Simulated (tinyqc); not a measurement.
Gamma, L and X subbands of a thin body with non-parabolic valleys, step by step. Values are carried at full precision from step to step, so a last printed digit may differ when a step is redone from the rounded ones.

Hard walls, flat band, c = hbar^2/2m0, energies from the bulk Gamma edge. For a valley at angle theta to the normal 1/m_z = cos^2/ml + sin^2/mt and m_d = sqrt(ml mt^2/m_z). Subband n starts at E_v + e with e (1 + a e) = c (n pi/t)^2/m_z, and its density-of-states mass is taken as m_d (1 + 2 a e), without further growth at higher in-plane energy. Groups are named by valley and degeneracy.

Constants: hbar^2/2m0 = 3.80998211 eV angstrom^2; kB = 8.617333262e-05 eV/K.

Inputs chosen for the exercise (near those of a thin InAs channel; shifted at random, so the results belong to these values and not to a real crystal): face = 100 (surface); mG = 0.0257 m0 (Gamma mass); aG = 2.32 1/eV (Gamma non-parabolicity); EL = 0.723 eV (L edge above Gamma); mL = (0.625, 0.051) m0 (L valleys (four, along <111>): ml, mt); EX = 1.041 eV (X edge above Gamma); mX = (1.101, 0.155) m0 (X valleys (three, along <100>): ml, mt); aS = 0.45 1/eV (non-parabolicity of L and X); t = 30 angstrom (body thickness); Ns = 5 x 1e12/cm^2 (sheet density); T = 300 K (temperature); eot = 9 angstrom (equivalent oxide thickness).

## Valley groups

List degeneracy, edge, m_z, m_d and a.

Groups:
```
group  g  E_v (eV)     m_z     m_d  a (1/eV)
G1     1     0.000  0.0257  0.0257      2.32
L4     4     0.723  0.0735  0.1487      0.45
X1     1     1.041  1.1010  0.1550      0.45
X2     2     1.041  0.1550  0.4131      0.45
```

## Subband edges

n = 1 to 8 for each group; list the ten lowest.

Subbands:
```
subband  g  E (eV)  DOS mass
G1 n=1   1  0.6489    0.1031
X1 n=1   1  1.0783    0.1602
X1 n=2   1  1.1836    0.1749
L4 n=1   4  1.1923    0.2115
X2 n=1   2  1.2840    0.5034
X1 n=3   1  1.3418    0.1970
G1 n=2   1  1.4725    0.2013
X1 n=4   1  1.5373    0.2242
X1 n=5   1  1.7582    0.2551
X2 n=2   2  1.8353    0.7084
```

The lowest subband is G1 n=1, 429 meV below X1 n=1; in the bulk the lowest valley is Gamma.

## Filling and quantum capacitance

n_i = g m/(2 pi c) kB T ln(1 + exp((EF - E_i)/kB T)), sum n_i = Ns (1e12/cm^2 = 1e-4/angstrom^2), c = hbar^2/2m0. Quantum capacitance Cq = 1602.176634 sum g m/(2 pi c) f_i in microfarad/cm^2 with f_i = 1/(1 + exp((E_i - EF)/kB T)); Cox = 34.5313/eot (one gate); C/Cox = Cq/(Cq + Cox), the centroid term left out.

Over the ten listed subbands, named by valley (G, L, X), degeneracy and number.

EF = 0.7647 eV

n_i in the order of the list (1e12/cm^2): 5.000  0.000  0.000  0.000  0.000  0.000  0.000  0.000  0.000  0.000

Cq = 6.82 microfarad/cm^2
Cox = 3.837 microfarad/cm^2
C/Cox = 0.640

EF lies 116 meV above the lowest edge; Gamma holds 100 % of the electrons. The low density of states costs 36 % of the gate capacitance.

## Checks

- Cq against the slope dNs/dEF by finite differences, microfarad/cm^2: both 6.82.

(tinyqc, `OMP_NUM_THREADS=1 python tinyqc.py 1280322 1280323 out.jsonl`, Intel(R) Xeon(R) Processor @ 2.30GHz, 1 thread, shared host, about 0.05 s.)
